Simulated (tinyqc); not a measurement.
Trap density from the capacitance step.

Problem. A junction with shallow donors Nd and a deep trap has C_HF = eps0 eps_r/W and C_LF = eps0 eps_r (Nd + Nt)/(Nd W + Nt xt), xt = W - lam. Find W, xt and Nt.

Values chosen for this exercise:
```
symbol,value,unit,meaning
eps_r,9.62,,relative permittivity
Nd,5e15,cm^-3,shallow donor density
```

Constants: eps0 = 8.8541878128e-14 F/cm where lengths are in cm. Results are converted to the units shown.

C_HF = 18.760705 nF/cm^2
C_LF = 19.056184 nF/cm^2
lam = 124.37106 nm

Answer. C_HF gives W. With y = C_LF/C_HF, Nt/Nd = (y - 1)/(1 - y xt/W).

W = 454.0 nm
xt = 329.6 nm
Nt = 3.000e14 cm^-3

Numbers from tinyqc (`OMP_NUM_THREADS=1 python tinyqc.py 2050011 2050012 out.jsonl`; about 0.01 s on one thread of a shared Intel Xeon 2.30GHz).
